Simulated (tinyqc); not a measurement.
Input admittance of a MOSFET at zero drain bias: distributed channel and distributed gate: two steps of the calculation.

Source and drain grounded, strong inversion, w = 2 pi f, Cox = eps0 eox/tox. The channel is an RC line of resistance 1/(mu Cox Vo) per square fed from both ends, so one finger has the intrinsic admittance y = i w Cox L tanh(g)/g per width, g = (1/2) sqrt(i w tau), tau = L^2/(mu Vo). The vertical resistance rv/L is in series with y, the overlaps 2 i w Cov in parallel: y_t = 1/(1/y + rv/L) + 2 i w Cov. The gate strip is a line of Rsh/L per length loaded by y_t, so a finger has Y = y_t Wf tanh(k)/k, k = (Wf/sd) sqrt(y_t Rsh/L); the device has Nf Y.

Inputs (values chosen for the exercise); values of the order met in silicon radio-frequency transistors: relative permittivity of the gate insulator (close to silicon dioxide) eox = 3.9; insulator thickness tox = 1.8 nm; channel length L = 0.2 um; finger width Wf = 2 um; number of fingers Nf = 16; channel mobility mu = 140 cm^2/(V s); gate overdrive Vo = 0.67 V; sheet resistance of the gate Rsh = 31 ohm/square; vertical resistivity of the gate stack rv = 5.8 ohm um^2; number of ends at which a finger is contacted sd = 2; overlap and fringe capacitance on each side Cov = 0.39 fF/um; frequency f = 27 GHz.

Constants: eps0 = 8.8541878128e-14 F/cm where lengths are in cm. Results are converted to the units shown.

Task 1. Admittance of the channel and stack per width. tau, g, c = Cox L, y and y_t as defined.

Give: tau; g; c; y; y_t.

Result 1.

tau = 4.264 ps
g = 0.3007+0.3007i
c = 3.837 fF/um
y = 39.0+648.1i uS/um
y_t = 51.1+778.7i uS/um

w tau = 0.723, and Im y is 0.996 of w c.

Task 2. Input impedance of the device. k and Y as defined; Z = 1/(Nf Y) = R + 1/(i w C); Q = |Im Z|/R; signal at the point farthest from a contact |1/cosh k|.

y_t = 51.12416+778.70798i uS/um

Give: k; Nf Y; R; C; Q; signal at the far point.

Result 2.

k = 0.2539+0.2377i
Nf Y = 2.62+24.74i mS
R = 4.237 ohm
C = 147.5 fF
Q = 9.434
signal at the far point = 0.9949

tinyqc, about 0.01 s, one thread, Intel Xeon 2.30GHz (shared host): `OMP_NUM_THREADS=1 python tinyqc.py 2262013 2262014 out.jsonl`
